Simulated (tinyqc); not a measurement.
Chemical vapour deposition: Grove model, boundary layer, depletion and step coverage: one step, computed by the program tinyqc.

A precursor diffuses to the surface and reacts there at first order; each molecule that reacts adds one formula unit of film.

Question. Depletion along the susceptor. Plug flow: U b dC/dx = -k_eff C with k_eff = k_s h_g/(k_s + h_g), so C falls as exp(-k_eff x/(U b)); the used share of the precursor is 1 - C(L)/C(0).

Inputs (values chosen for the exercise, close to those used for epitaxial silicon from a chlorosilane):
```
quantity            value  unit
temperature T         950     C
gas velocity U         53  cm/s
susceptor length L     20    cm
channel height b      5.7    cm
```

Reactor: horizontal, reduced pressure.

surface rate constant k_s = 7.715763 cm/s

mass-transfer coefficient h_g = 8.857436 cm/s

growth rate G at the inlet = 453.9487 nm/min

Give: k_eff; depletion length; rate at the outlet over rate at the inlet; rate at the outlet.

Answer.

k_eff = 4.124 cm/s

depletion length = 73.26 cm

rate at the outlet over rate at the inlet = 0.7611

rate at the outlet = 345.5 nm/min

23.9 % of the precursor is used. Caution: the boundary layer is capped at b/2, so U, L and nu no longer affect h_g.
